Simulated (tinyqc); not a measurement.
Ellipsometry and reflectance of a transparent film on an absorbing substrate: one step of the calculation.

Air (index 1), film, substrate with N2 = n2 - i k2; time factor exp(+i w t). q_j = sqrt(N_j^2 - sin^2 th), root with positive real part. Fresnel coefficients r_s = (q_a - q_b)/(q_a + q_b), r_p = (N_b^2 q_a - N_a^2 q_b)/(N_b^2 q_a + N_a^2 q_b). tan(Psi) exp(i Delta) = R_p/R_s, Delta taken from 0 to 360 degrees.

Problem. Psi, Delta and reflectances. beta = 2 pi d q1/lam, X = exp(-2 i beta), R = (r01 + r12 X)/(1 + r01 r12 X) for p and s.

Values chosen for this exercise:

| symbol | value | unit | meaning |
|---|---|---|---|
| lam | 632.8 | nm | wavelength |
| d | 350 | nm | film thickness |

q1 = 1.3817448
r01,p = -0.18262228
r01,s = -0.60317079
r12,p = 0.32884133-0.00204671i
r12,s = -0.46323045+0.00204169i

Find: beta; X; R_p; R_s; Psi; Delta; |R_p|^2; |R_s|^2.

Solution.

beta = 4.802 rad
X = -0.9840+0.1780i
R_p = -0.4782+0.0522i
R_s = -0.2108-0.1016i
Psi = 64.06 degrees
Delta = 328.0 degrees
|R_p|^2 = 0.2314
|R_s|^2 = 0.05476

The bare substrate gives Psi = 10.57 and Delta = 179.23 degrees.

tinyqc, about 0.01 s, one thread, Intel Xeon 2.30GHz (shared host): `OMP_NUM_THREADS=1 python tinyqc.py 2870154 2870155 out.jsonl`
